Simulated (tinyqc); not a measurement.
From results back to parameters: propagation of a band-gap error through k.p and effective-mass formulas. Four cases, with inputs chosen for the exercise.

Problem. A calculation returned the electron mass below. With 1/me = 1 + Ep (E + 2 Dso/3)/(E (E + Dso)) and the given Ep and Dso, which gap E did it have, and by what factor is exp(-E/2kT) off against the gap Eg?

Constants: kB = 8.617333262e-05 eV/K.
Find: X = 1/me - 1; E; log10 of the factor.
Method. X E^2 + (X Dso - Ep) E - (2/3) Ep Dso = 0 has one positive root; the factor is exp((Eg - E)/2kT).

Case 1.

Values chosen (reference values near those of InAs, gap at low temperature; the results hold for these values, not for the real material): Eg = 0.422 eV (gap at Gamma to the s-like level); Dso = 0.398 eV (spin-orbit splitting); Ep = 21.3 eV (Kane energy); T = 77 K (temperature).

me = 0.0081421 m0

Solution.

X = 1/me - 1 = 121.818
E = 0.131 eV
log10 of the factor = 9.52

Case 2.

Values chosen (reference values near those of GaSb, gap at low temperature; the results hold for these values, not for the real material): Eg = 0.825 eV (gap at Gamma to the s-like level); Dso = 0.755 eV (spin-orbit splitting); Ep = 26.6 eV (Kane energy); T = 300 K (temperature).

me = 0.0107508 m0

Solution.

X = 1/me - 1 = 92.016
E = 0.214 eV
log10 of the factor = 5.13

Case 3.

Values chosen (reference values near those of GaSb, gap at low temperature; the results hold for these values, not for the real material): Eg = 0.824 eV (gap at Gamma to the s-like level); Dso = 0.75 eV (spin-orbit splitting); Ep = 27.3 eV (Kane energy); T = 77 K (temperature).

me = 0.0168595 m0

Solution.

X = 1/me - 1 = 58.314
E = 0.363 eV
log10 of the factor = 15.09

Case 4.

Values chosen (reference values near those of ZnSe, gap at low temperature; the results hold for these values, not for the real material): Eg = 2.86 eV (gap at Gamma to the s-like level); Dso = 0.403 eV (spin-orbit splitting); Ep = 24 eV (Kane energy); T = 400 K (temperature).

me = 0.0750424 m0

Solution.

X = 1/me - 1 = 12.326
E = 1.830 eV
log10 of the factor = 6.49

Computed by tinyqc, one run a case: `OMP_NUM_THREADS=1 python tinyqc.py N N+1 out.jsonl` with N = 1880346, 1880359, 1880362, 1880367; one thread of a shared Intel(R) Xeon(R) Processor @ 2.30GHz, about 0.01 s a run at most.
